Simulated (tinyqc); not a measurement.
Shape of the cross-section: round or elliptic silicon nanowire with anisotropic valleys (Ritz method).

Wire along x = [110] on a (001) wafer, y = [-110], z = [001]. Valley groups (w = inverse masses): A, two valleys along z: w_y = 1/mt, w_z = 1/ml, m_x = mt; B, four valleys in the wafer plane: w_y = (1/ml + 1/mt)/2, w_z = 1/mt, m_x = (ml + mt)/2.

Constants: hbar^2/2m0 = 3.80998211 eV angstrom^2.

Values chosen for the exercise (near those of a Si nanowire; not measured data):
```
symbol  value  unit  meaning
ml      0.916  m0    longitudinal mass
mt      0.187  m0    transverse mass
area    9.1    nm^2  cross-section, kept fixed
hw      3            height over mean width
```

Equal area, hard walls, lowest level of -c (w_y d2/dy2 + w_z d2/dz2), c = hbar^2/2m0. Rectangle W x H with H/W = hw; ellipse with b/a = hw; trapezoid of height H, base W/0.8 and top 0.6 of the base; isosceles triangle of height H and base 2W. Ellipse, trapezoid and triangle by converged Ritz bases; 1 nm^2 = 100 angstrom^2.

Cases:
```
shape
rectangle
ellipse
trapezoid
triangle
```

Rank the cases by A (eV), lowest first.

Answer: triangle, trapezoid, ellipse, rectangle.

Levels:
```
shape      A (eV)  B (eV)  B - A (meV)
rectangle  0.6780  0.4728       -205.2
ellipse    0.5747  0.4266       -148.1
trapezoid  0.5727  0.4625       -110.2
triangle   0.3438  0.4048         61.0
```

W = 17.4 angstrom
H = 52.2 angstrom

For group A the order is triangle, trapezoid, ellipse, rectangle, spanning 97 %. For group B the order is triangle, ellipse, trapezoid, rectangle, spanning 17 %. The ellipse lies below the rectangle for both groups, since corners hold little of the wave function. The triangle is lowest for A, whose light mass lies across the width and gains from the wide base. The spacing B - A of the valley groups runs from -205 to 61 meV.

tinyqc: `OMP_NUM_THREADS=1 python tinyqc.py 1250107 1250108 out.jsonl`; about 0.05 s, one thread, shared Intel(R) Xeon(R) Processor @ 2.30GHz.
